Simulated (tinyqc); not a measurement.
# Inputs raised by 5 %, one at a time

Model: oxide trap near a transistor channel: two-state multiphonon kinetics, telegraph noise and bias instability. Computed by tinyqc, a small Python program. Command: `OMP_NUM_THREADS=1 python tinyqc.py 3026570 3026571 out.jsonl oxidetrap sens`. One thread of a shared host (Intel(R) Xeon(R) Processor @ 2.30GHz), about 0.01 s of CPU time with the checks.

An n-channel device under positive gate bias. The trap is empty (state 1) or holds an electron (state 2); both states are parabolas of equal curvature, and the electron reservoir is taken at the Fermi level of the channel.

Inputs (values chosen for the exercise, with an insulator like Al2O3 on silicon):

| quantity | value | unit |
|---|---|---|
| insulator constant eps_ox | 9.16 | - |
| insulator thickness t_ox | 2.4 | nm |
| trap depth x from the interface | 0.56 | nm |
| tunnel barrier phi_b | 2.28 | eV |
| tunnelling mass m_ox | 0.38 | m_0 |
| trap level above E_F at zero field E_t | 0.47 | eV |
| relaxation energy E_R | 0.95 | eV |
| oxide field F | 5.9 | MV/cm |
| attempt rate k_0 at the interface | 4e+11 | 1/s |
| temperature T | 450 | K |
| channel width W | 38 | nm |
| channel length L | 99 | nm |
| frequency f | 1 | Hz |
| stress time t_s | 30 | s |
| trap density N_t | 9.3e+18 | cm^-3 eV^-1 |

Parts treated: one trap and an ensemble.

Constants: hbar^2/(2 m_0) = 3.80998212 eV angstrom^2; k_B = 8.617333262e-05 eV/K; eps_0 = 8.8541878128e-12 F/m; e = 1.602176634e-19 C.

Method:
- kappa = sqrt(2 m_ox phi_b)/hbar = sqrt(m_ox phi_b/(hbar^2/2m_0)); attenuation length lambda = 1/(2 kappa); factor exp(-x/lambda) for a rectangular barrier.
- E_21 = E_t - e F x is the energy of state 2 over state 1; barriers E_c = (E_R + E_21)^2/(4 E_R), E_e = E_c - E_21; tau_c = exp(E_c/k_B T)/(k_0 P), tau_e = exp(E_e/k_B T)/(k_0 P), P the tunnelling factor; occupation f_2 = tau_e/(tau_c + tau_e); 1/tau_0 = 1/tau_c + 1/tau_e.
- From the zero-field occupation f(0), f(t) = f_2 + (f(0) - f_2) exp(-t/tau_0) under the field; after t_s the field is removed and f relaxes with the zero-field constants.
- McWhorter number fluctuations for traps uniform in depth and energy: S_V = e^2 k_B T N_t lambda/(W L C_ox^2 f), C_ox = eps_ox eps_0/t_ox. The number of traps within k_B T in energy and one decade in time is N_t k_B T lambda ln(10) W L.

Runs:

| input moved | from | to | capture time tau_c (s) | emission time tau_e (s) | 1/f noise S_V(f) (V^2/Hz) | half-time of recovery (s) |
|---|---|---|---|---|---|---|
| base run | - | - | 1.6463e-06 | 4.4985e-08 | 2.2593e-07 | 1.7272e-09 |
| trap level above E_F at zero field E_t (eV) | 0.47 | 0.4935 | 2.3392e-06 | 3.4869e-08 | 2.2593e-07 | 1.4876e-09 |
| temperature T (K) | 450 | 472.5 | 1.1217e-06 | 3.6383e-08 | 2.3723e-07 | 1.6032e-09 |
| insulator thickness t_ox (nm) | 2.4 | 2.52 | 1.6463e-06 | 4.4985e-08 | 2.4909e-07 | 1.7272e-09 |
| tunnelling mass m_ox (m_0) | 0.38 | 0.399 | 1.8784e-06 | 5.1327e-08 | 2.2049e-07 | 1.9707e-09 |
| channel width W (nm) | 38 | 39.9 | 1.6463e-06 | 4.4985e-08 | 2.1517e-07 | 1.7272e-09 |
| stress time t_s (s) | 30 | 31.5 | 1.6463e-06 | 4.4985e-08 | 2.2593e-07 | 1.7272e-09 |
| trap density N_t (cm^-3 eV^-1) | 9.3e+18 | 9.765e+18 | 1.6463e-06 | 4.4985e-08 | 2.3723e-07 | 1.7272e-09 |

Exponents ln(y'/y) / ln(x'/x):

| input | capture time tau_c | emission time tau_e | 1/f noise S_V(f) | half-time of recovery |
|---|---|---|---|---|
| trap level above E_F at zero field E_t | 7.200 | -5.221 | 0.0 | -3.061 |
| temperature T | -7.863 | -4.350 | 1.0 | -1.526 |
| insulator thickness t_ox | 0.000 | 0.000 | 2.0 | 0.000 |
| tunnelling mass m_ox | 2.703 | 2.703 | -0.5 | 2.703 |
| channel width W | 0.000 | 0.000 | -1.0 | 0.000 |
| stress time t_s | 0.000 | 0.000 | 0.0 | 0.000 |
| trap density N_t | 0.000 | 0.000 | 1.0 | 0.000 |

Among the inputs moved here: capture time tau_c answers most in size to temperature T (exponent -7.863), next to trap level above E_F at zero field E_t (+7.200); its exponent is below 0.0005 for insulator thickness t_ox, channel width W, stress time t_s, trap density N_t. Emission time tau_e answers most in size to trap level above E_F at zero field E_t (exponent -5.221), next to temperature T (-4.350); its exponent is below 0.0005 for insulator thickness t_ox, channel width W, stress time t_s, trap density N_t. 1/f noise S_V(f) answers most in size to insulator thickness t_ox (exponent +2.000), next to temperature T (+1.000); its exponent is below 0.0005 for trap level above E_F at zero field E_t, stress time t_s. Its exponent +1.000 in temperature T: traps within k_B T of E_F fluctuate. Its exponent +2.000 in insulator thickness t_ox: S_V goes as 1/C_ox^2. Half-time of recovery answers most in size to trap level above E_F at zero field E_t (exponent -3.061), next to tunnelling mass m_ox (+2.703); its exponent is below 0.0005 for insulator thickness t_ox, channel width W, stress time t_s, trap density N_t.

Caution (all rows): N_t k_B T lambda ln(10) W L, the number of active traps per decade, is below one, so S_V is only the mean over many devices.
